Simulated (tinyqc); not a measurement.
Rectangular fin or nanosheet with a gate all round, subbands and threshold shift from confinement: one step of the calculation.

Undoped body with a flat potential across it, hard walls, transport along x. One isotropic valley (g = 1, mx = my = mz = me). Non-parabolicity enters the subband edges through E (1 + al E) = gamma, so E = 2 gamma/(1 + sqrt(1 + 4 al gamma)); motion within a subband is taken as parabolic with the band-edge mass. Energies are counted from the bulk band edge.

Problem. Lowest subbands. gamma = C pi^2 [a^2/(my (t + dl)^2) + b^2/(mz (H + dl)^2)], C = hbar^2/(2 m0). List the 5 lowest, labelled by quantum numbers, with degeneracy g and N_k: N_k = g sqrt(2 mx m0 kB T/(pi hbar^2)).

Inputs (values chosen for the exercise); masses close to those of InAs:

| symbol | value | unit | meaning |
|---|---|---|---|
| T | 300 | K | temperature |
| me | 0.0233 | m0 | mass at the band edge |
| al | 2.7 | 1/eV | non-parabolicity |
| t | 8.4 | nm | width (along y) |
| dl | 0 | nm | widening of the box by penetration into the insulator |
| H | 12.6 | nm | height (along z) |

Constants: q = 1.602176634e-19 C, kB = 1.380649e-23 J/K, hbar = 1.054571817e-34 J s, m0 = 9.1093837015e-31 kg, hbar^2/(2 m0) = 0.0380998212 eV nm^2. Results are converted to the units shown.

Wanted: E_k; g; N_k.

Solution.

| subband | E_k (eV) | g | N_k (cm^-1) |
|---|---|---|---|
| 1,1 | 0.21061 | 1 | 7.0940e5 |
| 1,2 | 0.33405 | 1 | 7.0940e5 |
| 2,1 | 0.45574 | 1 | 7.0940e5 |
| 1,3 | 0.49146 | 1 | 7.0940e5 |
| 2,2 | 0.53851 | 1 | 7.0940e5 |

Range of the model: Non-parabolicity also makes carriers heavier within each subband, which is left out, so densities of states are understated at high energy.

tinyqc, about 0.08 s, one thread, Intel Xeon 2.30GHz (shared host): `OMP_NUM_THREADS=1 python tinyqc.py 2350022 2350023 out.jsonl`
